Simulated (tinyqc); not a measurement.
Input admittance of a MOSFET at zero drain bias: distributed channel and distributed gate: one step of the calculation.

Source and drain grounded, strong inversion, w = 2 pi f, Cox = eps0 eox/tox. The channel is an RC line of resistance 1/(mu Cox Vo) per square fed from both ends, so one finger has the intrinsic admittance y = i w Cox L tanh(g)/g per width, g = (1/2) sqrt(i w tau), tau = L^2/(mu Vo). The vertical resistance rv/L is in series with y, the overlaps 2 i w Cov in parallel: y_t = 1/(1/y + rv/L) + 2 i w Cov. The gate strip is a line of Rsh/L per length loaded by y_t, so a finger has Y = y_t Wf tanh(k)/k, k = (Wf/sd) sqrt(y_t Rsh/L); the device has Nf Y.

Problem. Admittance of the channel and stack per width. tau, g, c = Cox L, y and y_t as defined.

Parameters, values chosen for the exercise; values of the order met in silicon radio-frequency transistors:
- eox = 25.7 (relative permittivity of the gate insulator (close to zirconium oxide))
- tox = 16 nm (insulator thickness)
- L = 0.1 um (channel length)
- mu = 110 cm^2/(V s) (channel mobility)
- Vo = 0.53 V (gate overdrive)
- rv = 0 ohm um^2 (vertical resistivity of the gate stack)
- Cov = 0.35 fF/um (overlap and fringe capacitance on each side)
- f = 55 GHz (frequency)

Constants: eps0 = 8.8541878128e-14 F/cm where lengths are in cm. Results are converted to the units shown.

Find: tau; g; c; y; y_t.

Solution.

tau = 1.7153 ps
g = 0.27220+0.27220i
c = 1.4222 fF/um
y = 24.19+490.04i uS/um
y_t = 24.19+731.95i uS/um

w tau = 0.593, and Im y is 0.997 of w c.

Computed by the program tinyqc: `OMP_NUM_THREADS=1 python tinyqc.py 2262209 2262210 out.jsonl`, one thread of a shared Intel Xeon 2.30GHz, about 0.01 s for the whole run.
